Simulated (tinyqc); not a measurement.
## Off-state leakage of single and stacked transistors: subthreshold current against the height of the stack

n-channel devices of unit width. Subthreshold current I(Vg, Vs, Vd) = I0 (T/300 K)^0.5 exp[(Vg - Vs - VT(T) - gb (Vs - Vb) + dd (Vd - Vs))/(nf Vt)] (1 - exp(-(Vd - Vs)/Vt)), VT(T) = VT - cT (T - 300 K). Gate-edge tunnelling Ig (Vd/1 V) exp(ag (Vd - 1 V)), for a gate at 0 V, and band-to-band leakage Ab u exp(-Bb/u), u = Vd - Vb + 1 V, flow at a drain held at V; both are taken as independent of T. In a stack of off transistors (all gates at 0 V) the same subthreshold current passes through each.

All n gates at 0 V, bottom source at 0 V, top drain at V; node voltages follow from equal currents.

Parameters, values chosen for the exercise; values of the order met in bulk silicon logic transistors: temperature T = 358 K; supply voltage V = 1.1 V; threshold at 300 K, zero drain and body bias VT = 0.42 V; fall of the threshold with temperature cT = 0.9 mV/K; current at threshold at 300 K I0 = 0.6 uA/um; slope factor nf = 1.47; drain-induced lowering per volt dd = 0.11; rise of the threshold per volt of source-body bias gb = 0.12; body voltage Vb = -0.3 V.

Constants: q = 1.602176634e-19 C, kB = 1.380649e-23 J/K, Vt = kB T/q. Results are converted to the units shown.

Results:
```
n,I (nA/um),reduction factor,drain voltage of the bottom device (mV),source voltage of the top device (mV),voltage across the top device (V)
1,1.283,1.000,1100,0,1.100
2,0.1057,12.14,92.06,92.06,1.008
3,0.05458,23.51,26.40,116.4,0.9836
5,0.02793,45.93,11.24,141.1,0.9589
6,0.02248,57.08,8.761,149.1,0.9509
```

Estimate the missing row, n = 4.

Computed row:
```
n,I (nA/um),reduction factor,drain voltage of the bottom device (mV),source voltage of the top device (mV),voltage across the top device (V)
4,0.03692,34.75,15.72,130.8,0.9692
```

With this row back in the table: The second transistor cuts the current by a factor of 12.1, the third by a further 1.94 and the sixth by 1.24. The top device keeps 86.4 % of the supply at n = 6, while the drain voltage of the bottom one falls to 0.284 Vt.

tinyqc, about 0.04 s, one thread, Intel Xeon 2.30GHz (shared host): `OMP_NUM_THREADS=1 python tinyqc.py 2242068 2242069 out.jsonl`
